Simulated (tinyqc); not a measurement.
Square-lattice Ising model by mean field, Bethe lattice, transfer matrix, exact enumeration and Monte Carlo steps. Strip, Bethe and mean field against temperature. Computed by tinyqc, a small Python program. Command: `OMP_NUM_THREADS=1 python tinyqc.py 3025430 3025431 out.jsonl ising sweep`. One thread of a shared host (Intel(R) Xeon(R) Processor @ 2.30GHz), about 1 s of CPU time with the checks.

H = -J sum over nearest pairs s_i s_j, s = +-1, no field, periodic boundaries; energies per site are in J. As a lattice gas or an alloy, s marks which species holds the site.

Inputs (values chosen for the exercise, for a model lattice): coupling J = 16.5 meV; strip width w = 2.

Constants: k_B = 8.617333262e-05 eV/K.

Method:
- K = J/(k_B T). Onsager: k_B T_c/J = 2/ln(1 + sqrt 2); mean field: 4; Bethe lattice with z = 4: 2/ln 2.
- K = J/(k_B T). Mean field: m = tanh(4 K m), u = -2 m^2. Bethe: cavity field h = 3 artanh(tanh K tanh h), m = tanh(4h/3), u = -2 (tanh K + tanh^2 h)/(1 + tanh K tanh^2 h). Exact: m = [1 - sinh(2K)^(-4)]^(1/8) below T_c; u = -coth(2K) [1 + (2/pi)(2 tanh^2(2K) - 1) K1(k)], k = 2 sinh(2K)/cosh^2(2K), K1 the complete elliptic integral of the first kind. The largest root is taken.
- Strip of w sites, periodic across (for w = 2 the pair is joined by two bonds): T(s, s') = exp(K [sum_i s_i s'_i + (r(s) + r(s'))/2]), r(s) = sum_i s_i s_(i+1).
- With the eigenvalues l1 > l2: -f/(k_B T) = ln(l1)/w per site; xi = 1/ln(l1/l2) rows.

One run for each value:
```
temperature T (K)  correlation length xi  -f/(k_B T)  m, Bethe  m, mean field  u, Bethe  u, exact
287                               6.3898      1.3766   0.98695        0.98990   -1.9520   -1.9513
353                               3.6551      1.1610   0.95517        0.97082   -1.8473   -1.8391
419                               2.4740      1.0284   0.88062        0.93698   -1.6370   -1.5626
485                               1.8596      0.9430   0.71265        0.88473   -1.2713   -1.0787
551                               1.4975      0.8857   0.12143        0.80926   -0.6831   -0.8701
617                               1.2640      0.8457   0.00000        0.70224   -0.6015   -0.7380
683                               1.1031      0.8168   0.00000        0.54469   -0.5464   -0.6440
749                               0.9862      0.7954   0.00000        0.25499   -0.5004   -0.5728
815                               0.8978      0.7791   0.00000        0.00000   -0.4614   -0.5168
880                               0.8296      0.7665   0.00000        0.00000   -0.4284   -0.4720
```

What does the table show?

Over the rows, correlation length xi falls from 6.39 to 0.830 (exponent d ln y / d ln x -2.7 between the first rows and -1.0 between the last); -f/(k_B T) falls from 1.38 to 0.767 (exponent d ln y / d ln x -0.82 between the first rows and -0.21 between the last); m, Bethe falls from 0.987 to 0, flat over part of the range.

Extremes, crossings and ranges named in words are read from the listed rows.
